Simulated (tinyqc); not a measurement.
Strain along [001]: shallow donor in effective-mass theory, with valley-orbit splitting.

Basis: the 1s envelopes of the valleys +x, -x, +y, -y, +z, -z. Diagonal E0 - D0, element -D2 between opposite valleys and -D1 between perpendicular ones. Strain along [001] adds 2 Ds/3 to the z valleys and -Ds/3 to the others.

Parameters, chosen for this exercise (near those of a group-V donor in Si; not measured data): E0 = -30.9 meV (single-valley level); D0 = 3.96 meV (central-cell shift); D1 = 2.1 meV (coupling of perpendicular valleys); D2 = 1.57 meV (coupling of opposite valleys).

Ground level, gap to the next level, weight in the z valleys and contact density (sum of amplitudes)^2/6.

Results:
```
Ds (meV)  ground (meV)  gap (meV)  z weight  contact density  ground less band edge (meV)
-120           -116.73       3.44     0.997            0.382                       -36.73
-40             -64.06       4.10     0.975            0.490                       -37.39
-15             -49.06       5.77     0.836            0.737                       -39.06
-5              -45.32       8.69     0.534            0.959                       -41.98
0               -44.83      11.54     0.333            1.000                       -44.83
5               -45.21      10.25     0.194            0.975                       -43.54
15              -47.32       9.03     0.075            0.890                       -42.32
40              -54.75       8.12     0.017            0.783                       -41.41
120             -80.91       7.62     0.002            0.711                       -40.91
```

What can be read from this table?

The scale is the A1-E splitting 6 D1 = 12.6 meV. The contact density is largest without strain and falls to 0.382 and 0.711 at the ends, towards 1/3 (two valleys) and 2/3 (four valleys). The binding below the lowest band edge drops from 44.8 meV to 36.7 meV when the two z valleys are lowest and to 40.9 meV when the four others are, since fewer valleys share the coupling.

(tinyqc, `OMP_NUM_THREADS=1 python tinyqc.py 1252480 1252481 out.jsonl`, Intel(R) Xeon(R) Processor @ 2.30GHz, 1 thread, shared host, about 0.01 s.)
